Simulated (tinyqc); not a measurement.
Rates against energy: scattering rates of a carrier in a spherical band by Fermi's golden rule. Computed by tinyqc, a small Python program. Command: `OMP_NUM_THREADS=1 python tinyqc.py 3023095 3023096 out.jsonl scatter walk`. One thread of a shared host (Intel(R) Xeon(R) Processor @ 2.30GHz), about 0.01 s of CPU time with the checks.

All processes here are isotropic or elastic, and the rate listed is the momentum relaxation rate.

Inputs (values chosen for the exercise, modelled on electrons in silicon): density-of-states mass of one valley m = 0.314 m_0; non-parabolicity alpha = 0.47 1/eV; static permittivity eps_s = 11.7; density rho = 2329 kg/m^3; sound velocity v_l = 9180 m/s; acoustic deformation potential D_A = 9.7 eV; phonon energy hbar w = 62.9 meV; optical or intervalley deformation potential D_o = 4.3 1e8 eV/cm; final valleys Z_f = 5; ionised impurity density N_I = 3.9e+15 1/cm^3; temperature T = 400 K; neutral impurity density N_n = 2.6e+17 1/cm^3.

Crystal: non-polar. Band: Kane. Impurity formula: Brooks-Herring. Further scattering: neutral impurities.

Constants: k_B = 1.380649e-23 J/K; e = 1.602176634e-19 C; hbar = 1.054571817e-34 J s; m_0 = 9.1093837015e-31 kg; hbar = 6.582119569e-16 eV s; k_B = 8.617333262e-05 eV/K; eps_0 = 8.8541878128e-12 F/m.

Method:
- Kane band: hbar^2 k^2/(2 m) = E (1 + alpha E), speed v = hbar k/(m (1 + 2 alpha E)), states per spin, volume and energy g(E) = m k (1 + 2 alpha E)/(2 pi^2 hbar^2); overlap factors are set to 1. Masses are multiplied by m_0 and all formulas are in SI units.
- Phonon occupation N_q = 1/(exp(hbar w/(k_B T)) - 1).
- Acoustic deformation potential (elastic, equipartition, absorption and emission together): 1/tau = 2 pi k_B T D_A^2 g(E)/(hbar rho v_l^2).
- Optical or intervalley deformation potential: 1/tau = (pi Z_f D_o^2/(rho w)) [N_q g(E + hbar w) + (N_q + 1) g(E - hbar w)], with g = 0 below the band edge.
- Singly charged impurities, momentum relaxation: 1/tau = N_I e^4 m (1 + 2 alpha E) Phi/(8 pi (eps_s eps_0)^2 hbar^3 k^3), with alpha = 0 for a parabolic band.
- Brooks-Herring: Phi = ln(1 + b) - b/(1 + b), b = 4 k^2 L_s^2.
- Debye screening by free carriers of density N_I: L_s = sqrt(eps_s eps_0 k_B T/(e^2 N_I)).
- Neutral impurities (Erginsoy): 1/tau = 20 N_n a_B hbar/m, a_B = 4 pi eps_s eps_0 hbar^2/(m e^2).

Momentum relaxation rates (1e12/s) and the total time:
```
E (meV)  acoustic  optical absorption  optical emission  ionised impurity  neutral impurity  tau_m (fs)
6.3         1.211              0.6858             0.000        1.1967e+00            3.7802      145.48
16.0        1.952              0.7402             0.000        3.4189e-01            3.7802      146.75
31.0        2.764              0.8209             0.000        1.3930e-01            3.7802      133.25
57.0        3.860              0.9539             0.000        6.0718e-02            3.7802      115.54
69.0        4.305              1.0134             1.175        4.6780e-02            3.7802       96.90
94.0        5.164              1.1346             2.731        3.0677e-02            3.7802       77.87
140.0       6.621              1.3522             4.529        1.7825e-02            3.7802       61.35
220.0       9.006              1.7265             7.042        9.6431e-03            3.7802       46.37
380.0      13.757              2.4958            11.706        4.5999e-03            3.7802       31.50
630.0      21.791              3.8125            19.410        2.3194e-03            3.7802       20.49
```

The largest rate is neutral impurity from 6.30 to 31.0, acoustic from 57.0 to 630 meV. Crossing hbar w = 62.9 meV opens emission: tau_m goes from 116 to 96.9 fs between the two rows around it. The impurity rate goes between the last rows as E^-1.35; the acoustic rate follows g(E) and grows by a factor 18.0 over the table (10.0 for a parabolic band). At 6.3 meV hbar/tau exceeds E/2, so the golden rule loses its meaning there. Erginsoy's formula holds for k a_B below about 0.5 and for dopants that stay neutral, which means low temperature; elsewhere it is only a rough constant rate.

Extremes, crossings and ranges named in words are read from the listed rows.
